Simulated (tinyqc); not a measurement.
Precursor delivery by bubblers, mass-transport growth and the solid composition of a III-V alloy. From molar flow 2 back to bubbler pressure p_b. Computed by tinyqc, a small Python program. Command: `OMP_NUM_THREADS=1 python tinyqc.py 3002565 3002566 out.jsonl movpe_thermo inv`. One thread of a shared host (Intel(R) Xeon(R) Processor @ 2.30GHz), about 0.01 s of CPU time with the checks.

1 sccm = 44.615 micromol/min; 1 torr = 133.322 Pa. The sources decompose fully at the surface.

Inputs (values chosen for the exercise, modelled on trimethylgallium (source 1) and trimethylindium (source 2) for the vapour pressures):

| quantity | value | unit |
|---|---|---|
| bath temperature T1 | 260 | K |
| bath temperature T2 | 289 | K |
| carrier flow F1 | 3.3 | sccm |
| carrier flow F2 | 170 | sccm |

constants a, b of source 1 (log10 torr, K): 8.095  1703

constants a, b of source 2 (log10 torr, K): 10.53  3014

Method. log10 p_v = a - b/T_bath; molar flow = F x 44.615 x p_v/(p_b - p_v) for a saturated bubbler.

Problem. A run gave the result below. Find the bubbler pressure p_b, known to lie between 390 and 740 torr.

molar flow 2 = 16.60588 micromol/min

Solution.

Each step takes the trial c = (a f_b - b f_a)/(f_b - f_a), f being the result less the target and a, b, c the logarithms of the listed values; c replaces end b, the old b replaces a if the sign of f changed, and otherwise f_a is halved.

Scan of the range:

| bubbler pressure p_b (torr) | molar flow 2 (micromol/min) |
|---|---|
| 390 | 24.6154 |
| 434 | 22.1125 |
| 483 | 19.8634 |
| 537 | 17.8612 |
| 598 | 16.0354 |
| 665 | 14.4167 |
| 740 | 12.9531 |

False position (Illinois rule, in the logarithm of the input) inside the bracket:

| step | end a | end b | trial | molar flow 2 (micromol/min) |
|---|---|---|---|---|
| 1 | 537.000 | 598.000 | 578.231 | 16.5848 |
| 2 | 537.000 | 578.231 | 576.845 | 16.6248 |
| 3 | 578.231 | 576.845 | 577.500 | 16.6059 |
| 4 | 576.845 | 577.500 | 577.500 | 16.6059 |

Molar flow 2 falls at every point of a 13-point scan of the range (every second point is shown), so one value fits; it is bracketed by 537 and 598. Answer: bubbler pressure p_b = 577.5 torr.
